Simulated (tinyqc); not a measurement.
What moves the results: donor near an oxide interface in a gate field (two-state model). A value that a table varies takes the place of the one given here.

Interface at z = 0 (hard wall), donor at z = d, field F pulling electrons to the interface: potential e F z; 1 kV/cm = 1e-5 eV/angstrom, c = hbar^2/2m0, q = e^2/(4 pi eps0), Q = (eps - eo)/(eps + eo). Donor state: E_D = e F d - ED - q Q/(4 eps d), the last term joining the images of ion and electron. Interface state: z exp(-b z/2) exp(-rho^2/(2 L^2)) with E_z = c b^2/(4 mz) + 3 e F/b + q Q b/(8 eps), minimised over b; in the plane at z = 3/b the ion (distance D = d - 3/b) and its image (D' = d + 3/b) give E_rho = c/(mt L^2) - (q/eps)(sqrt(pi)/L)[erfcx(D/L) + Q erfcx(D'/L)], erfcx(x) = exp(x^2) erfc(x), minimised over L. E_I = E_z + E_rho.

The two states couple by t = t0 exp(-D/aD) with t0 = q/(eps aD) (2 aD/L) sqrt(aD b/2) v, v a valley factor; this form is an estimate. With detuning u = E_D - E_I the splitting is sqrt(u^2 + 4 t^2) and the lower state has weight (1 - u/sqrt(u^2 + 4 t^2))/2 on the donor.

Constants: hbar^2/2m0 = 3.80998211 eV angstrom^2; e^2/(4 pi eps0) = 14.39964547 eV angstrom.

Inputs chosen for the exercise (near those of a donor in Si below SiO2, static dielectric constants; shifted at random, so the results belong to these values and not to a real crystal):
```
symbol  value                                                           unit      meaning
d       70                                                              angstrom  depth of the donor
ED      43.4                                                            meV       bulk binding energy
mz      0.916                                                           m0        mass across the interface
mt      0.194                                                           m0        mass in the plane
eps     11.5                                                                      dielectric constant of the semiconductor
eo      3.9                                                                       dielectric constant of the oxide
aD      20.3                                                            angstrom  donor radius
v       0.59                                                                      valley factor
Fl      (88.051, 101.809, 107.312, 110.064, 112.815, 118.318, 132.076)  kV/cm     fields
dl      (60, 80, 105, 135, 170, 215, 270)                               angstrom  depths
```

## Sweeping the field

Both levels, the splitting, the donor weight and the mean depth w d + (1 - w) 3/b.

Results:
```
F (kV/cm)  E_D (meV)  E_I (meV)  splitting (meV)  donor weight  mean depth (angstrom)
88.051        16.029     24.424             11.1         0.880                   65.3
101.809       25.659     28.892             7.46         0.717                   58.5
107.312       29.511     30.599             6.65         0.582                   52.7
110.064       31.438     31.438             6.49         0.500                   49.2
112.815       33.364     32.266             6.51         0.416                   45.6
118.318       37.216     33.897             7.12         0.267                   39.0
132.076       46.846     37.834             10.8         0.084                   30.3
```

E_D rises by 0.70 and E_I by 0.30 meV per kV/cm, so they cross once, near 110.1 kV/cm, where the splitting is 2t = 6.49 meV. The donor weight passes from 0.85 to 0.15 while the detuning goes from -2t to 2t, a window of 33 kV/cm or 30 % of the field; across the table the charge moves by 35 angstrom.

## Depth of the donor

Critical field, and the coupling, E_rho and L at that field.

Results:
```
d (angstrom)  critical field (kV/cm)  e F d/ED  t (meV)  E_rho (meV)  L (angstrom)
60                             136.3     1.884      5.5       -22.38            55
80                              92.1     1.697      1.9       -17.42            67
105                             64.9     1.571     0.53       -13.67            81
135                             47.6     1.482     0.12       -10.90            97
170                             36.2     1.416    0.021        -8.84           114
215                             27.5     1.361   0.0023        -7.13           135
270                             21.2     1.316  0.00016        -5.77           159
```

The critical field falls from 136 to 21 kV/cm, with exponent -1.24 in d, while t drops by a factor 3.5e+04, about e for each 21 angstrom at the end (aD = 20.3). One lattice plane (1.36 angstrom) of misplacement changes t by 6 % and the critical field by about 1.6 % at 105 angstrom.

## What each parameter does

Critical field (E_D = E_I), and t and L there. Each row changes one parameter from the base and keeps the others.

Results:
```
case                critical field (kV/cm)  t (meV)  L (angstrom)
base                                 110.1     3.24          60.8
d = 60 angstrom                      136.3     5.54          54.6
ED = 49.4 meV                        124.9     3.08          61.6
aD = 22.3 angstrom                   110.1     4.09          60.8
mz = 0.779 m0                        114.4     3.37          60.3
mt = 0.223 m0                        108.2     3.47          57.1
eo = 5.8                             106.4     3.12          62.2
eps = 12.2                           112.7     2.95          62.5
```

The largest shifts from the base row, up to three for each result and ties (the steps differ in size, so this ranks the rows, not the parameters). critical field (kV/cm): d +26.2, ED +14.8, mz +4.4; unchanged at the printed digits by aD. t (meV): d +2.29, aD +0.842, eps -0.293. L (angstrom): d -6.2, mt -3.7, eps +1.6; unchanged at the printed digits by aD.

tinyqc: `OMP_NUM_THREADS=1 python tinyqc.py 1250040 1250041 out.jsonl`; about 0.07 s, one thread, shared Intel(R) Xeon(R) Processor @ 2.30GHz.
